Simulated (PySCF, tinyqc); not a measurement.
Worked calculation: RHF in the sto-6g basis, for H4, spin multiplicity 1. The lowest restricted solution is unstable here: a spin-polarised one lies 0.1777 hartree lower (PySCF). One step of it, computed by the program tinyqc.

Question. Iteration 1: building the Fock matrix. J_ij = sum D_kl (ij|kl), K_ij = sum D_kl (ik|jl); F = H + J - 0.5 K; E = tr D H + tr D J / 2 - 0.25 tr D K + E_nn.

D at the start:
```
           1H 1s      2H 1s      3H 1s      4H 1s
1H 1s   0.354362  -0.728783   0.349298   0.335969
2H 1s  -0.728783   1.898403  -0.058412  -0.520240
3H 1s   0.349298  -0.058412   1.434299   0.613124
4H 1s   0.335969  -0.520240   0.613124   0.391466
```

core Hamiltonian H = T + V (hartree):
```
           1H 1s      2H 1s      3H 1s      4H 1s
1H 1s  -1.057224  -0.311747  -0.026043  -0.000939
2H 1s  -0.311747  -1.292604  -0.413395  -0.026043
3H 1s  -0.026043  -0.413395  -1.292604  -0.311747
4H 1s  -0.000939  -0.026043  -0.311747  -1.057224
```

Two-electron integrals (ij|kl) in chemists' order, unique and non-zero (hartree):
```
(11|11) 0.774999   (21|11) 0.099665   (21|21) 0.020947   (22|11) 0.311083
(22|21) 0.099665   (22|22) 0.774999   (31|11) 0.005067   (31|21) 0.001212
(31|22) 0.007150   (31|31) 0.000086   (32|11) 0.053615   (32|21) 0.016062
(32|22) 0.129221   (32|31) 0.001497   (32|32) 0.033436   (33|11) 0.164386
(33|21) 0.044693   (33|22) 0.338479   (33|31) 0.005067   (33|32) 0.129221
(33|33) 0.774999   (41|11) 0.000118   (41|21) 0.000031   (41|22) 0.000199
(41|31) 2.50e-06   (41|32) 0.000049   (41|33) 0.000199   (41|41) 8.28e-08
(42|11) 0.002458   (42|21) 0.000678   (42|22) 0.005067   (42|31) 0.000066
(42|32) 0.001497   (42|33) 0.007150   (42|41) 2.50e-06   (42|42) 0.000086
(43|11) 0.025799   (43|21) 0.006514   (43|22) 0.044693   (43|31) 0.000678
(43|32) 0.016062   (43|33) 0.099665   (43|41) 0.000031   (43|42) 0.001212
(43|43) 0.020947   (44|11) 0.107951   (44|21) 0.025799   (44|22) 0.164386
(44|31) 0.002458   (44|32) 0.053615   (44|33) 0.311083   (44|41) 0.000118
(44|42) 0.005067   (44|43) 0.099665   (44|44) 0.774999
```

nuclear repulsion = 1.41010123 hartree

Give: Coulomb J; exchange K; Fock matrix F; total energy of this density.

Answer.

Coulomb J (hartree):
```
       1H 1s  2H 1s  3H 1s  4H 1s
1H 1s  1.024  0.274  0.022  0.001
2H 1s  0.274  2.026  0.463  0.023
3H 1s  0.022  0.463  1.972  0.290
4H 1s  0.001  0.023  0.290  1.175
```

exchange K (hartree):
```
       1H 1s   2H 1s  3H 1s   4H 1s
1H 1s  0.173   0.003  0.060   0.034
2H 1s  0.003   1.375  0.401  -0.010
3H 1s  0.060   0.401  1.276   0.360
4H 1s  0.034  -0.010  0.360   0.450
```

Fock matrix F (hartree):
```
        1H 1s   2H 1s   3H 1s   4H 1s
1H 1s  -0.119  -0.039  -0.034  -0.017
2H 1s  -0.039   0.046  -0.152   0.002
3H 1s  -0.034  -0.152   0.042  -0.202
4H 1s  -0.017   0.002  -0.202  -0.108
```

total energy of this density = -1.14754 hartree
